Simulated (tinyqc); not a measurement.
Tail absorption against field: Franz-Keldysh effect at a direct gap.

Parabolic bands, vertical transitions, no excitons. For each hole band j: mr = me mj/(me + mj); joint density of states J_j(E) = (mr/c)^(3/2) sqrt(E - Eg)/(2 pi^2), both spins, c = hbar^2/2m0; averaged matrix element |e.p|^2 = m0 Ep/6; alpha_j(E) = 4 pi^2 alpha_f c Ep J_j/(3 nr E) in 1/angstrom (alpha_f the fine-structure constant, listed as alpha among the constants), times 1e8 for 1/cm.

In a field Fd (1 kV/cm = 1e-5 V/angstrom) the electro-optic energy of band j is th = (c (e Fd)^2/mr)^(1/3), and sqrt(E - Eg) in J_j is replaced by pi sqrt(th) [Ai'(b)^2 - b Ai(b)^2] with b = (Eg - E)/th; Ai is the Airy function.

Constants: hbar^2/2m0 = 3.80998211 eV angstrom^2; fine-structure constant alpha = 0.007297352564.

Parameters, chosen for this exercise (near those of GaAs; not measured data): Eg = 1.413 eV (direct gap); me = 0.0687 m0 (electron mass); mhh = 0.48 m0 (heavy-hole mass); mlh = 0.0818 m0 (light-hole mass); Ep = 26.4 eV (Kane energy); nr = 3.58 (refractive index); det = 60 meV (detuning below the gap).

At E = Eg - det; the field takes the values listed. The last column is the length for 10 dB of loss.

Results:

| Fd (kV/cm) | th heavy (meV) | b heavy | alpha (1/cm) | length (micrometre) |
|---|---|---|---|---|
| 10 | 8.59 | 6.984 | 7.47e-08 | 3.08e+11 |
| 20 | 13.64 | 4.400 | 0.00260 | 8.85e+06 |
| 40 | 21.65 | 2.772 | 0.803 | 2.87e+04 |
| 60 | 28.37 | 2.115 | 6.70 | 3.43e+03 |
| 100 | 39.87 | 1.505 | 43.5 | 529 |
| 150 | 52.25 | 1.148 | 124 | 185 |
| 250 | 73.45 | 0.817 | 326 | 70.6 |
| 400 | 100.48 | 0.597 | 624 | 36.9 |

alpha grows by 8.0 decades from 10 to 60 kV/cm and by a factor 1.91 over the last step, where the field grows by 1.6: the exponent (4/3) b^(3/2) goes as 1/Fd, so the gain is steep only while b > 1 (deep in the tail the light-hole pair, with its smaller b, carries most of it), that is up to 150 kV/cm of those listed. Values below about 10 1/cm lie under the Urbach and exciton tails of a real crystal, left out here.

Run: tinyqc, `OMP_NUM_THREADS=1 python tinyqc.py 1681189 1681190 out.jsonl`; Intel(R) Xeon(R) Processor @ 2.30GHz, one thread, shared host; about 0.01 s of CPU time with all checks.
